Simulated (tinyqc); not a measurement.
# Self-consistent Fermi level with native defects, at growth and after a quench, step by step

A worked calculation. Computed by tinyqc, a small Python program that keeps every step. Command: `OMP_NUM_THREADS=1 python tinyqc.py 3007090 3007091 out.jsonl scfermi walk`. One thread of a shared host (Intel(R) Xeon(R) Processor @ 2.30GHz), about 0.06 s of CPU time with the checks. Intermediate numbers are printed to about 6 digits and carried at full precision; extremes and crossings named in words are read from the listed rows.

Energies are counted from the top of the valence band (VBM); when the gap shrinks with temperature the conduction band moves and the levels stay. The added dopant is taken as fully ionised. D and A draw on one reservoir with opposite signs, as the two vacancies of a compound do.

Inputs (values chosen for the exercise, with bands modelled on CdS):
```
quantity                                value   unit
gap E_g at 300 K                         2.52     eV
slope -dE_g/dT above 300 K            0.00034   eV/K
electron mass m_e                       0.204    m_0
valleys M_c                                 1      -
hole mass m_h                           0.826    m_0
E_f of the neutral native donor D       3.698     eV
E_f of the neutral native acceptor A     2.76     eV
shift s of the chemical potential       -0.14     eV
site density N_s                      3.1e+22  cm^-3
dopant density N_X                    1.5e+17  cm^-3
growth temperature T_g                   1200      K
temperature of use T                      400      K
```

Added shallow dopant: donor.

levels of D above the VBM, most positive state first (eV): 1.51  2.08

levels of A above the VBM, (0/-1) first (eV): 0.264  0.658

Constants: m_0 = 9.1093837015e-31 kg; k_B = 1.380649e-23 J/K; h = 6.62607015e-34 J s; k_B = 8.617333262e-05 eV/K.

## Formation energies at E_F = 0

E_f(D, 0) = input + s and E_f(A, 0) = input - s; E_f(q, E_F = 0) follows from the levels, eps(q/q-1) = E_f(q - 1) - E_f(q) at E_F = 0.

E_f(q, E_F = 0) (eV): D(+2) -0.032, D(+1) 1.478, D(0) 3.558, A(0) 2.900, A(-1) 3.164, A(-2) 3.822

## Bands at growth

E_g(T) = E_g - slope x max(0, T - 300 K). N_c = 2 M_c (2 pi m_e k_B T/h^2)^(3/2) and N_v = 2 (2 pi m_h k_B T/h^2)^(3/2), masses in units of m_0. At growth T = T_g.

E_g(T_g) = 2.214 eV

N_c(T_g) = 1.84973e+19 cm^-3

N_v(T_g) = 1.50707e+20 cm^-3

k_B T_g = 0.103408 eV

## Charges across the gap at T_g

n = N_c F_1/2((E_F - E_g)/k_B T), p = N_v F_1/2(-E_F/k_B T). F_1/2(eta) = (2/sqrt(pi)) int_0^infinity sqrt(x)/(1 + exp(x - eta)) dx, by the trapezoid rule in t = sqrt(x) with step 0.02 up to t = 12 (for eta < -12 by exp(eta) - exp(2 eta)/2^(3/2)). In equilibrium c_q = N_s exp(-(E_f(q, 0) + q E_F)/k_B T). Net charge = p - n + sum q c_q + N_X; the log ratio is ln(positive charge/negative charge). Entries near or above N_s lie outside the dilute limit and only show that E_F cannot go there.

Densities (cm^-3):
```
E_F (eV)            n            p  charge on D  charge on A  log ratio
0.111     2.72205e+10  4.62423e+19  9.87250e+21  4.71720e+09    26.4617
0.443     6.74893e+11  2.06780e+18  1.60604e+19  1.44744e+11    16.9201
0.775     1.67330e+13  8.37896e+16  2.61367e+16  2.06705e+13     8.8464
1.107     4.14867e+14  3.38013e+15  4.29320e+13  1.10130e+16     2.5971
1.439     1.02841e+16  1.36332e+14  8.65362e+10  6.72791e+18    -3.8040
1.771     2.53795e+17  5.49869e+12  8.14188e+08  4.13474e+21   -10.2243
2.103     5.67564e+18  2.21779e+11  2.84854e+07  2.54168e+24   -16.6455
```

## Equilibrium at growth

E_F is the root of the log ratio, by 50 bisections between -0.5 eV and E_g + 0.5 eV.

E_F at growth = 1.24206 eV

n at growth = 1.53154e+15 cm^-3

p at growth = 9.15600e+14 cm^-3

Defects at growth:
```
state  E_f (eV)    c (cm^-3)
D(+2)   2.45212  1.55921e+12
D(+1)   2.72006  1.16845e+11
D(0)    3.55800  3.53524e+07
A(0)    2.90000  2.05068e+10
A(-1)   1.92194  2.62768e+14
A(-2)   1.33788  7.45623e+16
```

total D = 1.67609e+12 cm^-3

total A = 7.48251e+16 cm^-3

The largest part of the positive charge comes from the dopant (99 %) and that of the negative charge from charged A (99 %).

## After the quench to T

After a quench the totals of D and A stay as grown, and each is shared among its charge states with weights exp(-(E_f(q, 0) + q E_F)/k_B T).

E_F after the quench = 2.16794 eV

n after the quench = 3.50021e+14 cm^-3

p after the quench = 1.40458e-08 cm^-3

Frozen defects:
```
state    c (cm^-3)  share of its total
D(+2)  6.22142e+02         3.71186e-10
D(+1)  1.21236e+11         7.23326e-02
D(0)   1.55486e+12         9.27667e-01
A(0)   7.25983e-27         9.70240e-44
A(-1)  7.07257e-03         9.45214e-20
A(-2)  7.48251e+16         1.00000e+00
```

The material is n-type with 3.50e14 carriers per cm^3. Carriers of the sign that the dopant should give amount to 0.23 % of its density.

## Slow cooling against a quench

Each E_F by bisection; full equilibrium lets the defects form and vanish at every T.

Two histories (densities in cm^-3):
```
T (K)  E_F, equilibrium (eV)            n            p  all defects  E_F, frozen (eV)    n, frozen    p, frozen
1040                 1.33139  4.29706e+14  4.29623e+13  7.48270e+16           1.33262  4.35662e+14  4.23750e+13
880                  1.42065  7.91412e+13  6.91857e+11  7.49624e+16           1.53407  3.53155e+14  1.55042e+11
720                  1.50982  7.29318e+12  1.89282e+09  7.49964e+16           1.75028  3.51603e+14  3.92615e+07
560                  1.59897  1.89353e+11  1.95681e+05  7.49999e+16           1.96216  3.51441e+14  1.05429e+02
400                  1.68812  3.15206e+08  1.55977e-02  7.50000e+16           2.16794  3.50021e+14  1.40458e-08
```

At 400 K equilibrium would leave 7.50e16 defects per cm^3 against 7.48e16 frozen in, and E_F differs by +0.480 eV. The majority density of the quenched sample is 1.1e6 times the equilibrium one. Real samples lie between, set by the temperature at which diffusion stops.

Checks made by the program: neutrality at growth (relative difference below 1e-10).
